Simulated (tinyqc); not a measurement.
The window in starting coverage: bottom-up copper filling of a trench by curvature-enhanced accelerator coverage. Computed by tinyqc, a small Python program. Command: `OMP_NUM_THREADS=1 python tinyqc.py 3009530 3009531 out.jsonl superfill walk`. One thread of a shared host (Intel(R) Xeon(R) Processor @ 2.30GHz), about 0.05 s of CPU time with the checks.

A rectangular trench keeps vertical walls and a flat floor. An accelerator floats on the surface; where area is lost in the corners it is passed on to the floor.

Inputs (values chosen for the exercise, close to those used for damascene copper plating): trench width w = 43 nm; aspect ratio h/w = 1.8; exchange current of the suppressed surface i_0 = 0.032 mA/cm^2; exchange current of the accelerated surface i_1 = 1.4 mA/cm^2; transfer coefficient alpha = 0.5; overpotential eta = 0.17 V; adsorption rate k_a = 0 1/s; cupric ion concentration C = 0.72 mol/l; diffusivity D = 3.6e-06 cm^2/s; boundary layer delta = 69 um; temperature T = 298 K.

Constants: e = 1.602176634e-19 C; N_A = 6.02214076e+23 1/mol; k_B = 8.617333262e-05 eV/K.

Method. Kinetic current i_k = [i_0 (1 - theta) + i_1 theta] exp(alpha eta/(k_B T)), limit i_L = 2 F D C/delta, i = 1/(1/i_k + 1/i_L); velocity v = i Omega/(2F), Omega = 7.11 cm^3/mol, F = e N_A. Depletion inside the trench is ignored. Half width x, floor height y, depth h = aspect ratio x w. dx/dt = -v_s, dy/dt = v_b. d theta_b/dt = k_a (1 - theta_b) + [theta_s v_b + theta_b v_s]/x: the floor takes the accelerator of the wall it covers and keeps its own as it narrows. d theta_s/dt = k_a (1 - theta_s). theta_b is capped at 1. Integrate (tolerance 1e-9) until the walls meet (x = 0.02 w/2) or the floor passes the original mouth y = h. Start: x = w/2, y = 0, theta_b = theta_s = theta_0. Height filled = y/h, opening left = x/(w/2).

Outcome:
```
theta_0  v(1)/v(theta_0)  height filled  opening left  time (s)
0.001             27.788         0.3415      0.020000    63.369
0.003             25.709         0.4793      0.020000    58.626
0.010             20.392         0.8535      0.020000    46.502
0.020             15.772         1.0000      0.032558    35.506
0.050              9.466         1.0000      0.044849    21.040
0.100              5.771         0.8911      0.020000    13.160
0.200              3.342         0.6683      0.020000     7.622
0.400              1.927         0.4683      0.020000     4.394
0.800              1.159         0.3130      0.020000     2.643
```

What follows from these numbers?

The fill succeeds for theta_0 from 0.02 to 0.05 among these rows, with the widest margin at 0.05. Too little accelerator takes too long to concentrate. Too much speeds the walls as well and removes the contrast.
